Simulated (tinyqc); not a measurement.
k.p values derived from sp3s* tight binding at Gamma: one step. Valence parameters L, M, N and the Luttinger values. Three cases, with inputs chosen for the exercise.

Problem. Direct terms d0 = -(a/4)^2 pa pc Vxx, dN = -2 (a/4)^2 pa pc Vxy for P-. F = sum P^2/(E(P-) - E(s)) over S+, S-, s*a, s*c. The y state of P- couples to the z state of P+ through Q = (a/4) Vxy (pa p'c - pc p'a), primes for P+, and H1 = Q^2/(E(P-) - E(P+)). L = d0 + F, M = d0 + H1, N = dN + F + H1; g1 = -(L + 2M)/(3c), g2 = -(L - M)/(6c), g3 = -N/(6c).

At Gamma the states are two-level mixtures: s-like S+ (upper) and S- (lower) from [[Esa, Vss], [Vss, Esc]], p-like P- (valence) and P+ from [[Epa, Vxx], [Vxx, Epc]], and the bare s* levels. With real k in 1/angstrom and kz = 0, the phase sums over the four bonds are g0 = 1 - (a k/4)^2/2, g1 = i a kx/4, g3 = -(a/4)^2 kx ky to second order. Each mixture is written (anion, cation) with the anion part positive. c = hbar^2/2m0. No spin-orbit coupling.

Constants: hbar^2/2m0 = 3.80998211 eV angstrom^2.

Give: d0, dN, F, Q, H1 (eV angstrom^2; Q in eV angstrom); L, M, N; g1, g2, g3.

Case 1.

Values chosen (out of a larger set: near a published set for GaSb, fitted to gaps, whose masses and valley positions are rough; not measured data): a = 6.094 angstrom (lattice constant); Vxx = 1.585 eV (px-px); Vxy = 4.133 eV (px-py).

States:
```
state      E (eV)  anion part  cation part
S-     -11.977334   0.7954257    0.6060511
P-      -0.005589   0.8790486   -0.4767321
S+       0.784334   0.6060511   -0.7954257
P+       3.776589   0.4767321    0.8790486
```

Couplings:
```
pair       P (eV angstrom)  E(first) - E(second) (eV)
S+ to P-         -7.137349                   0.789923
S+ to P+          1.337963                  -2.992255
S- to P-          0.910040                 -11.971745
s*a to P-        -3.612623                   6.671589
s*c to P-         5.644857                   6.013589
```

Solution.

d0, dN, F, Q, H1 (eV angstrom^2; Q in eV angstrom): [1.5417, 8.0402, -71.6753, 6.2966, -10.4827]

L, M, N (eV angstrom^2): [-70.134, -8.941, -74.118]

g1, g2, g3: [7.700, 2.677, 3.242]

Along [100] the masses without spin-orbit coupling are c/|L| = 0.054 (one band) and c/|M| = 0.426 (two bands).

Case 2.

Values chosen (out of a larger set: near a published set for InP, fitted to gaps, whose masses and valley positions are rough; not measured data): a = 5.869 angstrom (lattice constant); Vxx = 1.867 eV (px-px); Vxy = 4.195 eV (px-py).

States:
```
state      E (eV)  anion part  cation part
S-     -11.500327   0.8807799    0.4735259
P-       0.013988   0.9090089   -0.4167767
S+       1.394327   0.4735259   -0.8807799
P+       4.942012   0.4167767    0.9090089
```

Couplings:
```
pair       P (eV angstrom)  E(first) - E(second) (eV)
S+ to P-         -7.227484                   1.380338
S+ to P+         -1.610084                  -3.547685
S- to P-          2.338079                 -11.514315
s*a to P-        -2.131132                   8.265012
s*c to P-         5.965834                   7.032012
```

Solution.

d0, dN, F, Q, H1 (eV angstrom^2; Q in eV angstrom): [1.5227, 6.8429, -42.9793, 6.1551, -7.6878]

L, M, N (eV angstrom^2): [-41.457, -6.165, -43.824]

g1, g2, g3: [4.706, 1.544, 1.917]

Along [100] the masses without spin-orbit coupling are c/|L| = 0.092 (one band) and c/|M| = 0.618 (two bands).

Case 3.

Values chosen (out of a larger set: near a published set for Ge, fitted to gaps, whose masses and valley positions are rough; not measured data): a = 5.659 angstrom (lattice constant); Vxx = 1.62 eV (px-px); Vxy = 4.911 eV (px-py).

States:
```
state      E (eV)  anion part  cation part
S-     -12.682000   0.7071068    0.7071068
P-      -0.003000   0.7071068   -0.7071068
S+       0.940000   0.7071068   -0.7071068
P+       3.237000   0.7071068    0.7071068
```

Couplings:
```
pair       P (eV angstrom)  E(first) - E(second) (eV)
S+ to P-         -7.720291                   0.943000
S+ to P+          0.000000                  -2.297000
S- to P-          0.000000                 -12.679000
s*a to P-        -5.226982                   6.350000
s*c to P-         5.226982                   6.350000
```

Solution.

d0, dN, F, Q, H1 (eV angstrom^2; Q in eV angstrom): [1.6212, 9.8295, -71.8108, 6.9478, -14.8989]

L, M, N (eV angstrom^2): [-70.190, -13.278, -76.880]

g1, g2, g3: [8.464, 2.490, 3.363]

Along [100] the masses without spin-orbit coupling are c/|L| = 0.054 (one band) and c/|M| = 0.287 (two bands).

Computed by tinyqc, one run a case: `OMP_NUM_THREADS=1 python tinyqc.py N N+1 out.jsonl` with N = 1452156, 1452198, 1452381; one thread of a shared Intel(R) Xeon(R) Processor @ 2.30GHz, about 0.01 s a run at most.
